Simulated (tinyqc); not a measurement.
Sweep of a biaxial (001) stress: six-band Luttinger-Kohn model with strain.

Six-band Luttinger-Kohn model in the basis |3/2,3/2>, |3/2,1/2>, |3/2,-1/2>, |3/2,-3/2>, |1/2,1/2>, |1/2,-1/2>, electron energies, zero at the top of the unstrained valence band. H = -[rows: (P+Q, -S, R, 0, -S/r2, r2 R); (-S*, P-Q, 0, R, -r2 Q, r32 S); (R*, 0, P-Q, S, r32 S*, r2 Q); (0, R*, S*, P+Q, -r2 R*, -S*/r2); (-S*/r2, -r2 Q, r32 S, -r2 R, P+Dso, 0); (r2 R*, r32 S*, r2 Q, -S/r2, 0, P+Dso)], r2 = sqrt(2), r32 = sqrt(3/2). Levels are twofold.

P = c g1 k^2 - av tr(e); Q = c g2 (kx^2 + ky^2 - 2 kz^2) - (b/2)(exx + eyy - 2 ezz); R = c sqrt3 [-g2 (kx^2 - ky^2) + 2i g3 kx ky] + (sqrt3/2) b (exx - eyy) - i d exy; S = 2 c sqrt3 g3 (kx - i ky) kz - d (exz - i eyz); c = hbar^2/2m0, e the strain tensor (not engineering shear).

s11 = (C11 + C12)/((C11 - C12)(C11 + 2 C12)), s12 = -C12/((C11 - C12)(C11 + 2 C12)), s44 = 1/C44; exx = s11 sxx + s12 (syy + szz) and cyclic, exy = s44 sxy/2; tension is positive. A uniaxial stress X along the unit vector n is s_ij = X n_i n_j.

Constants: hbar^2/2m0 = 3.80998211 eV angstrom^2.

Values chosen for the exercise (near those of InP; the results hold for these values, not for the real material):
```
symbol  value          unit  meaning
Dso     0.109          eV    spin-orbit splitting
g1      5.08                 Luttinger gamma1
g2      1.6                  gamma2
g3      2.1                  gamma3
av      0.6            eV    valence hydrostatic potential
b       -1.98          eV    tetragonal shear potential
d       -4.96          eV    trigonal shear potential
C11     101.3          GPa
C12     55.6           GPa
C44     45.7           GPa
load    biaxial (001)        kind of stress
```

Edges at k = 0 and curvature masses of the top pair along [100] and [001] (step 0.0002 1/angstrom); at zero stress the top is fourfold and has no single curvature.

Edges and masses:
```
X (GPa),top (eV),second (eV),third (eV),splitting (meV),m [100],m [001]
-2.10,0.0791,0.0171,-0.2408,62.0,0.150,0.532
-1.40,0.0528,-0.0036,-0.1819,56.4,0.150,0.532
-0.70,0.0264,-0.0154,-0.1318,41.8,0.150,0.532
0.00,0.0000,0.0000,-0.1090,0.0,-,-
1.40,0.1044,-0.0528,-0.1369,157.1,0.474,0.091
2.10,0.1658,-0.0791,-0.1601,244.9,0.499,0.089
```

Give the missing row, X (GPa) = 0.70.

Computed row:
```
X (GPa)  top (eV)  second (eV)  third (eV)  splitting (meV)  m [100]  m [001]
0.70       0.0464      -0.0264     -0.1172             72.8    0.415    0.096
```

The splitting reaches 62.0 meV under compression and 244.9 meV under the same tension; linear shear terms alone would make the two equal, and the difference comes from the coupling to the split-off band. At the ends of the sweep the top pair has a mass along [100] of 0.150 under compression and 0.499 under tension, so compression gives the lighter holes along [100]; along [001] it has 0.532 and 0.089. The top edge itself moves by +79 and +166 meV. The ends of the sweep mean strains up to 2.4 %, beyond the range of linear deformation potentials.

tinyqc: `OMP_NUM_THREADS=1 python tinyqc.py 1080517 1080518 out.jsonl`; about 0.03 s, one thread, shared Intel(R) Xeon(R) Processor @ 2.30GHz.
